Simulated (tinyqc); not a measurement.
Exchange-only LDA atom on a uniform radial grid, spin-unpolarised, for He, step by step. Computed by tinyqc, a small Python program that keeps every step. Settings: Z = 2, points = 64, R = 11.5, functional = Slater exchange alone, mixing = 0.6, iteration cap = 79. Command: `OMP_NUM_THREADS=1 python tinyqc.py 23248 23249 out.jsonl` (the two numbers bound the seeds that draw the settings). One thread of a shared host (Intel(R) Xeon(R) Processor @ 2.60GHz), about 0.01 s of CPU time with the checks. Later iterations appear only in the table of the cycle.

## Iteration 1

Spherical atom on a uniform radial grid r_j = j h with h = R/(N + 1), h sum u^2 = 1 and integrals as h times sums, u(0) = u(R) = 0 (atomic units):
```
parameter,value
Z,2
points N,64
R,11.500000
h,0.176923
mixing,0.600000
electrons in 1s,2
```

Three-point differences turn -u''/2 + [l(l+1)/2r^2 - Z/r + V] u = e u into a tridiagonal matrix (diagonal 1/h^2 + potential, off-diagonal -1/2h^2). D = sum f u^2; the Hartree potential y/r solves y'' = -D/r with y(0) = 0, y(R) = N_e; v_xc comes from rho = D/(4 pi r^2); E = sum f e - int D V + int D (V_H/2 + eps_xc); V(new) = V + mixing (V_H + v_xc - V).

eigenvalues (hartree): 1s -1.9410

Every 4th grid point:
```
r,V in,u(1s),D,V_H,v_xc
0.7077,0.0000,0.9707,1.8844,2.4147,-0.6588
1.4154,0.0000,0.4848,0.4701,1.3929,-0.2612
2.1231,0.0000,0.1816,0.0660,0.9409,-0.1036
2.8308,0.0000,0.0605,0.0073,0.7065,-0.0411
3.5385,0.0000,0.0189,0.0007,0.5652,-0.0163
4.2462,0.0000,0.0057,6.40e-05,0.4710,-0.0065
4.9538,0.0000,0.0016,5.43e-06,0.4037,-0.0026
5.6615,0.0000,4.70e-04,4.42e-07,0.3533,-0.0010
6.3692,0.0000,1.32e-04,3.49e-08,0.3140,-4.03e-04
7.0769,0.0000,3.67e-05,2.69e-09,0.2826,-1.60e-04
7.7846,0.0000,1.01e-05,2.03e-10,0.2569,-6.34e-05
8.4923,0.0000,2.74e-06,1.51e-11,0.2355,-2.51e-05
9.2000,0.0000,7.42e-07,0,0.2174,0.0000
9.9077,0.0000,1.99e-07,0,0.2019,0.0000
10.6154,0.0000,5.14e-08,0,0.1884,0.0000
11.3231,0.0000,6.89e-09,0,0.1766,0.0000
```

total energy = -2.463777 hartree

## Iteration 2

As before.

eigenvalues (hartree): 1s -0.9152

Every 4th grid point:
```
r,V in,u(1s),D,V_H,v_xc
0.7077,1.0535,0.9154,1.6759,2.2304,-0.6335
1.4154,0.6790,0.5766,0.6650,1.3629,-0.2933
2.1231,0.5024,0.2884,0.1663,0.9367,-0.1410
2.8308,0.3992,0.1322,0.0349,0.7059,-0.0692
3.5385,0.3294,0.0580,0.0067,0.5651,-0.0344
4.2462,0.2787,0.0248,0.0012,0.4710,-0.0173
4.9538,0.2407,0.0104,2.17e-04,0.4037,-0.0088
5.6615,0.2113,0.0043,3.75e-05,0.3533,-0.0045
6.3692,0.1882,0.0018,6.35e-06,0.3140,-0.0023
7.0769,0.1695,0.0007,1.06e-06,0.2826,-0.0012
7.7846,0.1541,2.96e-04,1.75e-07,0.2569,-0.0006
8.4923,0.1413,1.20e-04,2.87e-08,0.2355,-3.11e-04
9.2000,0.1304,4.81e-05,4.63e-09,0.2174,-1.61e-04
9.9077,0.1211,1.91e-05,7.27e-10,0.2019,-8.25e-05
10.6154,0.1130,6.97e-06,9.73e-11,0.1884,-4.03e-05
11.3231,0.1060,1.14e-06,0,0.1766,0.0000
```

total energy = -2.612580 hartree

## Convergence

Stop when input and output potentials agree to 1e-7.

Course of the cycle (hartree):
```
iteration,E,e(1s),largest |V(out) - V(in)|
1,-2.463777,-1.9410,2.45e+00
2,-2.612580,-0.9152,6.02e-01
3,-2.624259,-0.6204,1.61e-01
4,-2.624799,-0.5346,5.45e-02
5,-2.624841,-0.5064,2.02e-02
6,-2.624847,-0.4962,7.80e-03
7,-2.624848,-0.4923,3.03e-03
8,-2.624848,-0.4908,1.18e-03
9,-2.624848,-0.4902,4.61e-04
10,-2.624848,-0.4900,1.79e-04
11,-2.624848,-0.4899,6.99e-05
12,-2.624848,-0.4898,2.72e-05
13,-2.624848,-0.4898,1.06e-05
14,-2.624848,-0.4898,4.12e-06
15,-2.624848,-0.4898,1.61e-06
16,-2.624848,-0.4898,6.27e-07
17,-2.624848,-0.4898,2.45e-07
18,-2.624848,-0.4898,9.54e-08
```

Converged in 18 iterations. A uniform grid resolves the cusp poorly: for a bare nucleus this grid gives 1s at -1.94103 against -Z^2/2 = -2 hartree. Before convergence this energy mixes input and output and is not variational, so it may rise towards its limit.
